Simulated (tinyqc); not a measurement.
Implanted layer, carriers, mobility and sheet resistance: one step of the calculation.

An n-type layer from the surface x = 0 to the junction xj, N(x) = N0 exp(-(x - Rp)^2/(2 sg^2)). Local neutrality (no depletion at surface or junction, no spilling of carriers), intrinsic carriers neglected, full ionisation of active dopants.

Question. Sheet quantities by the trapezoid rule. Dose = integral of N, carrier sheet density = integral of n, 1/Rs = q integral of n mu, mean mobility 1/(q Rs sheet density), Hall mobility (unit Hall factor) = integral of n mu^2 over integral of n mu, Hall sheet density = (integral of n mu)^2/integral of n mu^2; all from 0 to xj.

Constants: q = 1.602176634e-19 C. Results are converted to the units shown.

```
point,x (nm),N (cm^-3),n (1e18 cm^-3),mu (cm^2/(V s))
0,0.000000,1.3049791e18,1.2997791,146.11578
1,3.486997,1.4940165e18,1.4888165,139.98821
2,6.973994,1.5916983e18,1.5864983,137.20669
3,10.460991,1.5780461e18,1.5728461,137.58173
4,13.947987,1.4559020e18,1.4507020,141.13920
5,17.434984,1.2499659e18,1.2447659,148.11943
6,20.921981,9.9866012e17,0.9934601,158.96431
7,24.408978,7.4249035e17,0.7372903,174.27248
8,27.895975,5.1370934e17,0.5085093,194.68191
9,31.382972,3.3074833e17,0.3255483,220.62303
10,34.869969,1.9816703e17,0.1929670,251.90566
11,38.356966,1.1048891e17,0.1052889,287.21435
12,41.843962,5.7327043e16,0.0521270,323.80456
13,45.330959,2.7679225e16,0.0224792,357.84076
14,48.817956,1.2436606e16,0.0072366,385.55790
15,52.304953,5.2e15,0.0000000,404.78173
```

Give: dose; carrier sheet density; Rs; mean mobility; Hall mobility; Hall sheet density.

Answer.

dose = 3.8414e12 cm^-2
carrier sheet density = 3.8142e12 cm^-2
Rs = 10589 ohm/square
mean mobility = 154.54 cm^2/(V s)
Hall mobility = 160.83 cm^2/(V s)
Hall sheet density = 3.6649e12 cm^-2

Carriers make up 99.3 % of the dose. A Hall measurement weights the mobile tail, so its sheet density is 3.9 % below the true one.

Computed by the program tinyqc: `OMP_NUM_THREADS=1 python tinyqc.py 2110009 2110010 out.jsonl`, one thread of a shared Intel Xeon 2.30GHz, about 0.01 s for the whole run.
